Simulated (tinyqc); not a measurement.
# Non-radiative capture by multiphonon emission, one effective mode, step by step

A worked calculation. Computed by tinyqc, a small Python program that keeps every step. Command: `OMP_NUM_THREADS=1 python tinyqc.py 3018217 3018218 out.jsonl capture walk`. One thread of a shared host (Intel(R) Xeon(R) Processor @ 2.30GHz), about 0.01 s of CPU time with the checks. Intermediate numbers are printed to about 6 digits and carried at full precision; extremes and crossings named in words are read from the listed rows.

The initial state (free carrier plus empty centre) lies dE above the final state; both have the same frequency and are displaced by dQ.

Inputs (values chosen for the exercise, for a model semiconductor): energy released dE = 1.62 eV; phonon energy hbar omega = 103 meV; Huang-Rhys factor S = 6.58; electron-phonon coupling W = 0.0022 eV/(u^(1/2) angstrom); cell volume V = 972 angstrom^3; degeneracy g = 2; broadening b = 91 meV; carrier mass m = 0.831 m_0; dielectric constant eps = 5.47; temperature T = 77 K; defect density N_t = 3e+14 cm^-3.

Centre: repulsive.

Constants: hbar^2/u = 4.18015928e-03 eV angstrom^2; k_B = 8.617333262e-05 eV/K; hbar = 6.582119569e-16 eV s; Ry = 13.605693123 eV; k_B = 1.380649e-23 J/K; m_0 = 9.1093837015e-31 kg.

## Geometry of the two curves

dQ = sqrt(2 S (hbar^2/u)/hbar omega); relaxation energy lambda = S hbar omega; phonons needed P = dE/hbar omega; classical barrier E_b = (dE - lambda)^2/(4 lambda); occupation n = 1/(exp(hbar omega/k_B T) - 1).

dQ = 0.730812 u^(1/2) angstrom

lambda = 0.67774 eV

P = 15.7282

classical barrier E_b = 0.327505 eV

occupation n = 1.81334e-07

dE exceeds lambda: the inverted case usual for deep centres, in which the curves cross on the far side of the initial minimum.

## Phonon weights near resonance

Huang-Rhys weight for a net emission of p phonons: L_p = exp(-S (2n + 1)) ((n + 1)/n)^(p/2) I_p(2 S sqrt(n (n + 1))), I_p the modified Bessel function. M_p = sum_m w_m <m_i|Q|(m + p)_f>^2 with Q counted from the final minimum and Boltzmann weights w_m for m = 0..24; <m_i|Q|k_f> = sqrt((hbar^2/u)/(2 hbar omega)) [sqrt(k) <m|k-1> + sqrt(k+1) <m|k+1>], with overlaps of oscillators displaced by d = sqrt(2 S) summed on 1500 points from -16 to 16 + d. The delta function is a Gaussian of standard deviation b at dE - p hbar omega.

Weights:
```
p          L_p  M_p (u angstrom^2)  Gaussian (1/eV)
13  0.00966048           0.0114215      3.72671e-02
14  0.00454043           0.0059304      6.47202e-01
15  0.00199173           0.0028604      3.12153e+00
16  0.00081910           0.0012879      4.18129e+00
17  0.00031704           0.0005436      1.55549e+00
18  0.00011590           0.0002159      1.60708e-01
19  0.00004014           0.0000810      4.61130e-03
```

## Capture coefficient before scaling

C_0 = V (2 pi/hbar) g W^2 sum_p M_p Gaussian_p. The sum runs over the seven p from round(P) - 3 to round(P) + 3; 1 angstrom^3 = 1e-24 cm^3.

sum_p M_p Gaussian_p = 0.0194586 u angstrom^2/eV

C_0 = 1.74770e-12 cm^3/s

Caution: the largest term is not the one nearest energy conservation, so C_0 depends strongly on the broadening b.

## Scaled coefficient, cross-section and lifetime

Sommerfeld factor of a repulsive centre: s(k) = 2 pi nu/(exp(2 pi nu) - 1), nu = sqrt(Ry*/E), Ry* = Ry m/eps^2, averaged over (2/sqrt(pi)) sqrt(x) exp(-x) dx with x = E/k_B T = t^2 (trapezoid, t to 6 in steps of 0.01). C = s C_0; v = sqrt(3 k_B T/m); sigma = C/v; tau = 1/(C N_t).

Sommerfeld factor s = 5.65742e-09

capture coefficient C = 9.88751e-21 cm^3/s

thermal velocity v = 6.49087e+06 cm/s

cross-section sigma = 1.52330e-27 cm^2

capture time = 337126 s

Caution: the effective Bohr radius is under 10 angstrom, so the effective-mass Sommerfeld factor is rough.

## Quantum against classical capture

C_0 = V (2 pi/hbar) g W^2 sum_p M_p Gaussian_p. Here the sum runs over all p. Classical (Marcus) form: replace the sum by Q_c^2 exp(-E_b/k_B T)/sqrt(4 pi lambda k_B T), Q_c = dQ (dE + lambda)/(2 lambda). The last column is -k_B d ln C_0/d(1/T) from this row and the one above.

Against temperature:
```
T (K)  C_0, quantum (cm^3/s)  C_0, classical (cm^3/s)  Sommerfeld factor  activation energy (eV)
96               1.74883e-12              3.32774e-27        2.82742e-08                       -
180              1.75948e-12              2.56553e-19        1.44440e-06             1.07573e-04
300              1.90704e-12              9.25021e-16        1.91418e-05             3.12297e-03
480              2.56904e-12              8.45832e-14        1.37648e-04             2.05424e-02
720              4.19073e-12              9.67068e-13        5.78234e-04             6.07225e-02
1100             7.97548e-12              4.84573e-12        2.06416e-03             1.15574e-01
1500             1.26094e-11              1.04266e-11        4.60289e-03             1.62828e-01
```

At 96.0 K the quantum value is 5.3e14 times the classical one: C_0 comes from tunnelling out of the lowest level and hardly depends on T. At 1500 K the ratio is 1.2. The largest apparent activation energy is 0.163 eV against the classical barrier of 0.328 eV, so an Arrhenius fit understates the barrier, through tunnelling and the broadening b at low T and the T^(-1/2) prefactor at high T. The measured coefficient is C = s C_0, and s changes by a factor 160000 over these rows, so C changes by 1.2e6 where C_0 changes by 7.2.

Checks made by the program: Bessel formula against the sum over overlaps (relative difference below 1e-10).
